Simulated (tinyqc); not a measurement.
# Undoped gate-all-around wire MOSFET, analytic charge model, step by step

tinyqc, about 0.02 s, one thread, Intel Xeon 2.30GHz (shared host): `OMP_NUM_THREADS=1 python tinyqc.py 2460164 2460165 out.jsonl` Printed values are rounded.

An undoped round wire of radius R under an insulator shell and a surrounding gate; long channel, electrons only, n = ni exp((psi - V)/Vt) with V the quasi-Fermi potential (0 at the source, Vd at the drain), constant mobility, no quantisation. The radial Poisson equation gives n(r) = n(0)/(1 - (1 - b) r^2/R^2)^2 with b = Q0/(Q + Q0). Q is the electron charge per area of the wire surface.

Parameters, values chosen for the exercise; material values those of a made-up semiconductor: temperature T = 273 K; band gap Eg = 0.615 eV; relative permittivity of the semiconductor eps_r = 12.2; conduction-band density of states at T Nc = 1.54e17 cm^-3; valence-band density of states at T Nv = 5.84e18 cm^-3; relative permittivity of the gate insulator eox = 9.31; insulator thickness tox = 6.1 nm; wire radius R = 20 nm; gate work function less that of the intrinsic body dphi = 0.13 V; channel mobility mu = 260 cm^2/(V s); gate length L = 2 um; gate voltage Vg = 0.35 V; drain voltage Vd = 0.3 V.

Constants: q = 1.602176634e-19 C, kB = 1.380649e-23 J/K, Vt = kB T/q, eps0 = 8.8541878128e-14 F/cm where lengths are in cm. Results are converted to the units shown.

## Constants of the wire

ni = sqrt(Nc Nv) exp(-Eg/(2 Vt)), Eg in volts; Cox = eps0 eox/(R ln(1 + tox/R)); Q0 = 4 eps0 eps_r Vt/R; V0 = dphi + Vt ln[8 eps0 eps_r Vt/(q ni R^2)].

ni = 1.99661e12 cm^-3
Cox = 1.54830 uF/cm^2
Q0 = 50.8246 nC/cm^2
V0 = 0.411737 V

## Iteration 1: charge at the source by substitution

Q at the start = 0 nC/cm^2

With V = 0: u = Vg - V0 - Q/Cox, then Q(new) = (Q0/2)[sqrt(1 + 4 exp(u/Vt)) - 1], the root of Vt ln[(Q/Q0)(1 + Q/Q0)] = u.

u = -0.0617370 V
Q after iteration 1 = 3.45016 nC/cm^2

## Iteration 2: charge at the source by substitution

As before.

u = -0.0639654 V
Q after iteration 2 = 3.15549 nC/cm^2

## Course of the iteration: charge at the source by substitution

Stop when Q changes by less than 1e-8 nC/cm^2, or after 30 iterations.

Course of the iteration:
```
iteration	Q (nC/cm^2)	|change| (nC/cm^2)
1	3.45016	3.45
2	3.15549	0.295
3	3.17970	0.0242
4	3.17770	1.99e-3
5	3.17787	1.64e-4
6	3.17785	1.35e-5
7	3.17785	1.12e-6
8	3.17785	9.20e-8
9	3.17785	7.58e-9
```

Converged in 9 iterations. At the end each change is about 0.082 times the one before, with alternating sign: linear convergence.

## Drain current and line charge

Qs = 3.17785 nC/cm^2
Qd = 1.06695e-5 nC/cm^2

Q solves Vg - V0 - V = Q/Cox + Vt ln(Q/Q0) + Vt ln(1 + Q/Q0). I = mu (2 pi R/L)[2 Vt (Qs - Qd) + (Qs^2 - Qd^2)/(2 Cox) + Vt Q0 ln((Qd + Q0)/(Qs + Q0))], with Qs at V = 0 and Qd at V = Vd. Electrons per length at the source: 2 pi R Qs/q; surface over centre density: (1 + Qs/Q0)^2.

first term = 0.00244259 uA
second term = 5.32765e-5 uA
third term = -0.00118464 uA
I = 0.00131123 uA
electrons per length = 0.0249249 1/nm
surface over centre density = 1.12896

The square-law term makes up 4.06 % of the current.
